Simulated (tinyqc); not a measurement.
A transmission-line measurement read back: specific resistance of a metal-semiconductor contact and its transmission-line measurement. Computed by tinyqc, a small Python program. Command: `OMP_NUM_THREADS=1 python tinyqc.py 3002392 3002393 out.jsonl contact walk`. One thread of a shared host (Intel(R) Xeon(R) Processor @ 2.30GHz), about 0.01 s of CPU time with the checks.

The barrier is parabolic (depletion approximation), energies E are normal energies counted from the band edge in the neutral semiconductor (downwards for holes), and the bias is zero. xi is an input, held fixed when other inputs move.

Inputs (values chosen for the exercise, modelled on n-type GaN):
```
quantity                                           value          unit
tunnelling mass m                                   0.21           m_0
permittivity eps                                     9.7             -
Richardson constant A*                              25.4  A/(cm^2 K^2)
barrier height phi_B                                 0.9            eV
doping N                                         5.5e+19        1/cm^3
Fermi level above the band edge in the bulk, xi     0.24            eV
temperature T                                        400             K
sheet resistance R_sh                                200           ohm
contact length d                                     3.1    micrometre
contact width W                                     0.18    micrometre
```

Image-force lowering: left out.

Constants: hbar = 1.054571817e-34 J s; eps_0 = 8.8541878128e-12 F/m; m_0 = 9.1093837015e-31 kg; k_B = 8.617333262e-05 eV/K; e = 1.602176634e-19 C.

Method:
- E_00 = (e hbar/2) sqrt(N/(eps eps_0 m)); band bending E_b = phi_B + xi; depletion width w = sqrt(2 eps eps_0 E_b/(e^2 N)).
- WKB transmission for E < E_b, with a = E/E_b: D = exp{-(E_b/E_00) [sqrt(1 - a) - a ln((1 + sqrt(1 - a))/sqrt(a))]}; D = 1 above.
- At zero bias 1/rho_c = (e A*/k_B^2) int D(E) f(E) dE, f = 1/(1 + exp((E - xi)/k_B T)); 200 Gauss-Legendre points from 0 to E_b, and k_B T ln(1 + exp((xi - E_b)/k_B T)) for the part above the barrier; the share of tunnelling is the part below.
- Transmission-line model: transfer length L_T = sqrt(rho_c/R_sh); R_c = (R_sh L_T/W) coth(d/L_T). Limits: rho_c/(W d) for d << L_T, sqrt(rho_c R_sh)/W for d >> L_T.
- Transmission-line model: transfer length L_T = sqrt(rho_c/R_sh); R_c = (R_sh L_T/W) coth(d/L_T). Two contacts a gap s apart give R = 2 R_c + R_sh s/W. A straight-line fit gives R_sh from the slope and R_c from the intercept; the simple reading takes L_x = R_c W/R_sh as the transfer length and rho_c = R_sh L_x^2.

R_c W = 260.485 ohm micrometre

contact resistance R_c = 1447.14 ohm

specific contact resistance rho_c = 3.28664e-06 ohm cm^2

Resistances:
```
gap s (micrometre)  R (ohm)
1.3                    4339
2.6                    5783
5.2                    8672
10.0                  14005
21.0                  26228
```

L_x = 1.3024 micrometre

rho_c by the simple reading = 3.3926e-06 ohm cm^2

simple reading over true value = 1.0322

The simple reading is 1.03 times too high, the factor coth^2(d/L_T): it holds only for d above about 2 L_T.
